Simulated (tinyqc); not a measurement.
Which stress helps holes along [110]: six-band Luttinger-Kohn model with strain.

Six-band Luttinger-Kohn model in the basis |3/2,3/2>, |3/2,1/2>, |3/2,-1/2>, |3/2,-3/2>, |1/2,1/2>, |1/2,-1/2>, electron energies, zero at the top of the unstrained valence band. H = -[rows: (P+Q, -S, R, 0, -S/r2, r2 R); (-S*, P-Q, 0, R, -r2 Q, r32 S); (R*, 0, P-Q, S, r32 S*, r2 Q); (0, R*, S*, P+Q, -r2 R*, -S*/r2); (-S*/r2, -r2 Q, r32 S, -r2 R, P+Dso, 0); (r2 R*, r32 S*, r2 Q, -S/r2, 0, P+Dso)], r2 = sqrt(2), r32 = sqrt(3/2). Levels are twofold.

P = c g1 k^2 - av tr(e); Q = c g2 (kx^2 + ky^2 - 2 kz^2) - (b/2)(exx + eyy - 2 ezz); R = c sqrt3 [-g2 (kx^2 - ky^2) + 2i g3 kx ky] + (sqrt3/2) b (exx - eyy) - i d exy; S = 2 c sqrt3 g3 (kx - i ky) kz - d (exz - i eyz); c = hbar^2/2m0, e the strain tensor (not engineering shear).

s11 = (C11 + C12)/((C11 - C12)(C11 + 2 C12)), s12 = -C12/((C11 - C12)(C11 + 2 C12)), s44 = 1/C44; exx = s11 sxx + s12 (syy + szz) and cyclic, exy = s44 sxy/2; tension is positive. A uniaxial stress X along the unit vector n is s_ij = X n_i n_j.

Constants: hbar^2/2m0 = 3.80998211 eV angstrom^2.

Inputs chosen for the exercise (near those of Ge; shifted at random, so the results belong to these values and not to a real crystal):
- Dso = 0.298 eV (spin-orbit splitting)
- g1 = 13.56 (Luttinger gamma1)
- g2 = 4.26 (gamma2)
- g3 = 5.64 (gamma3)
- av = 1.27 eV (valence hydrostatic potential)
- b = -2.52 eV (tetragonal shear potential)
- d = -5.14 eV (trigonal shear potential)
- C11 = 125.4 GPa
- C12 = 48 GPa
- C44 = 65 GPa
- X1 = 1.1 GPa (size of the stress)

Each load has size X1 (biaxial: sxx = syy); masses are curvatures of the top pair at k = 0.

Results:
```
load                         splitting (meV)  top edge (meV)  m [110]  m [001]
uniaxial [110], compression             60.5            26.4    0.037    0.138
uniaxial [110], tension                 51.3            34.8    0.288    0.050
uniaxial [100], compression             79.1            37.0    0.061    0.131
uniaxial [100], tension                 62.2            42.1    0.087    0.056
uniaxial [111], compression             54.1            22.7    0.048    0.074
uniaxial [111], tension                 45.7            31.4    0.126    0.074
biaxial (001), compression              62.2            23.2    0.056    0.198
biaxial (001), tension                  79.1            55.9    0.131    0.039
```

What does the comparison show, and why?

The lightest mass along [110] (0.037) comes with uniaxial [110], compression. The largest splitting (79.1 meV) comes with uniaxial [100], compression; biaxial (001), tension. The heaviest mass along [001] (0.198), which lowers the confinement energy in a (001) channel, comes with biaxial (001), compression. The splitting per GPa follows b (s11 - s12) for loads along cube axes and d s44 for [111]: here 2 |b| (s11 - s12) = 65.1 and |d| s44/sqrt3 = 45.7 meV per GPa in the limit of large Dso; where the splitting nears Dso, mixing with the split-off band makes it depend on the sign of the load.

Computed by tinyqc, a small Python program: `OMP_NUM_THREADS=1 python tinyqc.py 1050086 1050087 out.jsonl` (the numbers bound the seed that draws the inputs); one thread of a shared host (Intel(R) Xeon(R) Processor @ 2.30GHz), about 0.03 s for the whole set of steps.
